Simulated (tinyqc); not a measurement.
Two-band massive Dirac model of the K valleys, step by step. Values are carried at full precision from step to step, so a last printed digit may differ when a step is redone from the rounded ones.

Basis (conduction, valence): H = [[D/2, a t (tau kx - i ky)], [a t (tau kx + i ky), -D/2 + lam tau sz]], valley tau = +/-1, spin sz = +/-1. The gap of a spin and valley is G = D - lam tau sz. Berry curvature Omega = curl of i<u|grad u>; for the conduction band Omega_c = -tau 2 a^2 t^2 G/(G^2 + 4 a^2 t^2 k^2)^(3/2), and Omega_v = -Omega_c.

Constants: hbar^2/2m0 = 3.80998211 eV angstrom^2.

Inputs chosen for the exercise (near those used for monolayer WS2; not measured data): a = 3.197 angstrom (lattice constant); D = 1.68 eV (gap parameter); t = 1.47 eV (effective hopping); lam = 0.192 eV (half the valence spin splitting); tau = 1 (valley); sz = 1 (spin); k = (-0.079, 0.041) 1/angstrom (wave vector from the valley); h = 0.01 1/angstrom (side of the plaquette).

## Band edges of the four flavours

At k = 0: Ec = D/2, Ev = -D/2 + lam tau sz; mass m/m0 = c G/(a t)^2 for both bands, c = hbar^2/2m0; Omega_c(0) = -2 tau a^2 t^2/G^2.

Edges:
```
tau  sz  Ec (eV)  Ev (eV)  G (eV)  mass (m0)  Omega_c (angstrom^2)
1     1   0.8400  -0.6480  1.4880     0.2567               -19.950
1    -1   0.8400  -1.0320  1.8720     0.3229               -12.605
-1    1   0.8400  -1.0320  1.8720     0.3229                12.605
-1   -1   0.8400  -0.6480  1.4880     0.2567                19.950
```

The top of the valence band has spin up at tau = +1 and spin down at tau = -1: spin and valley are locked, with 384 meV between the two valence bands (A and B transitions at 1.488 and 1.872 eV, without exciton binding).

## H at one k

Fill in the matrix and diagonalise: E = lam tau sz/2 -/+ sqrt(G^2/4 + a^2 t^2 k^2).

H (eV), rows c, v and columns alike:
$$\begin{pmatrix}
0.8400 & -0.3713-0.1927i \\
-0.3713+0.1927i & -0.6480
\end{pmatrix}$$

levels (eV): [-0.7575, 0.9495]

cos(theta) = G/(E+ - E-) = 0.8717

## Curvature, orbital moment and circular dichroism

Omega_c from the formula; orbital moment of both bands m = -tau (a t)^2 G/(c (G^2 + 4 a^2 t^2 k^2)) in Bohr magnetons (charge -e), c = hbar^2/2m0; interband strengths |P+/-|^2 proportional to (1 +/- tau cos(theta))^2 for P+/- = Px +/- i Py, and eta = (|P+|^2 - |P-|^2)/(|P+|^2 + |P-|^2) = 2 tau cos(theta)/(1 + cos^2(theta)).

Omega_c = -13.213 angstrom^2
orbital moment = -2.960 muB
eta = 0.9906

All three change sign with the valley. The selection rule, exact at k = 0, still holds to 99.1 % here.

## The curvature from a plaquette

Corners counter-clockwise around k, from (-h/2, -h/2); upper eigenvector u with its first component real and positive; Omega = -(sum of arg <u_j|u_(j+1)>)/h^2.

Corners:
```
j       kx      ky      u_c                u_v  arg <u_j|u_j+1> (rad)
1  -0.0840  0.0360  0.96593  -0.23787+0.10194i              -0.002942
2  -0.0740  0.0360  0.97141  -0.21348+0.10385i              -0.006101
3  -0.0740  0.0460  0.96852  -0.21141+0.13142i               0.003688
4  -0.0840  0.0460  0.96323  -0.23566+0.12905i               0.006676
```

Omega_c from the plaquette = -13.209 angstrom^2

The formula at the centre gives -13.213; the plaquette averages over its area.

## Checks

- Curvature formula against a plaquette of side 1e-4: both -13.213.
- Eta against the matrix elements of dH/dkx +/- i dH/dky: both 0.99064.

Computed by tinyqc, a small Python program: `OMP_NUM_THREADS=1 python tinyqc.py 1450960 1450961 out.jsonl` (the numbers bound the seed that draws the inputs); one thread of a shared host (Intel(R) Xeon(R) Processor @ 2.30GHz), about 0.01 s for the whole set of steps.
